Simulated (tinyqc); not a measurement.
# From Bragg frequency f_B back to velocity v_2

Model: longitudinal sound in a periodic multilayer: transfer matrices, stop bands and folded phonons. Computed by tinyqc, a small Python program. Command: `OMP_NUM_THREADS=1 python tinyqc.py 3006116 3006117 out.jsonl multilayer inv`. One thread of a shared host (Intel(R) Xeon(R) Processor @ 2.30GHz), about 0.01 s of CPU time with the checks.

Layers 1 and 2 repeat with period d = d_1 + d_2; waves travel normal to the layers, without loss. State vector (u, s): displacement u and stress divided by omega. Impedances Z = rho v are in 1e6 kg/(m^2 s).

Inputs (values chosen for the exercise, modelled on silica (layer 1), molybdenum (layer 2) and silica (substrate)):
```
quantity,value,unit
density rho_1,2.24,g/cm^3
velocity v_1,5970,m/s
thickness d_1,229,nm
density rho_2,10.2,g/cm^3
thickness d_2,341,nm
substrate density,2.2,g/cm^3
substrate velocity,5970,m/s
```

Method. Z = rho v; interface reflection r = (Z_2 - Z_1)/(Z_2 + Z_1) (stress amplitude, from 1 into 2); Bragg frequency f_B = 1/[2 (d_1/v_1 + d_2/v_2)]; long-wave velocity v_eff = d/sqrt[(d_1/v_1)^2 + (d_2/v_2)^2 + (Z_1/Z_2 + Z_2/Z_1)(d_1/v_1)(d_2/v_2)].

Task: A run gave the result below. Find the velocity v_2, known to lie between 3300 and 11000 m/s.

Bragg frequency f_B = 5.431285 GHz

Result:

Each step takes the trial c = (a f_b - b f_a)/(f_b - f_a), f being the result less the target and a, b, c the logarithms of the listed values; c replaces end b, the old b replaces a if the sign of f changed, and otherwise f_a is halved.

Scan of the range:
```
velocity v_2 (m/s),Bragg frequency f_B (GHz)
3300,3.52879
4030,4.06591
4930,4.65000
6020,5.26299
7360,5.90389
9000,6.55761
11000,7.20893
```

False position (Illinois rule, in the logarithm of the input) inside the bracket:
```
step,end a,end b,trial,Bragg frequency f_B (GHz)
1,6020.00,7360.00,6346.23,5.42940
2,7360.00,6346.23,6349.96,5.43127
3,7360.00,6349.96,6350.04,5.43130
4,6349.96,6350.04,6350.00,5.43128
```

Bragg frequency f_B rises at every point of a 13-point scan of the range (every second point is shown), so one value fits; it is bracketed by 6020 and 7360. Answer: velocity v_2 = 6350 m/s.
